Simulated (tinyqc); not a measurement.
## Ideality, resistance and saturation current from three points

Inverse problem. Well above I0 a diode obeys V = n Vt ln(I/I0) + Rs I. Find n, Rs and I0.

Values chosen for this exercise:
- T = 250 K (temperature)

Constants: q = 1.602176634e-19 C, kB = 1.380649e-23 J/K, Vt = kB T/q. Results are converted to the units shown.

I (A): [0.00043, 0.0049, 0.056]
V (V): [0.69424514, 0.76718162, 0.99406672]

Answer. The equation is linear in a = n Vt, Rs and c = -a ln I0; three points give a 3 x 3 system.

n = 1.110
Rs = 3.300 ohm
I0 = 1.124e-16 A

Program tinyqc, `OMP_NUM_THREADS=1 python tinyqc.py 2640117 2640118 out.jsonl`; Intel Xeon 2.30GHz, shared host, one thread, about 0.01 s.
